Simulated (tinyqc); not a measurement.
Worked calculation: RKS/LDA (VWN5) in the sto-3g basis, for H3+, spin multiplicity 1. One step of it, computed by the program tinyqc.

Question. Iteration 2: DIIS coefficients. Solve [B -1; -1 0][c; lambda] = [0; -1] for the coefficients, which sum to one.

B (overlaps of the stored error matrices):
```
                1               2
1   6.2047436e-08  -3.6106913e-08
2  -3.6106913e-08   2.1011491e-08
```

Give: DIIS coefficients.

Answer.

DIIS coefficients: 0.3679  0.6321
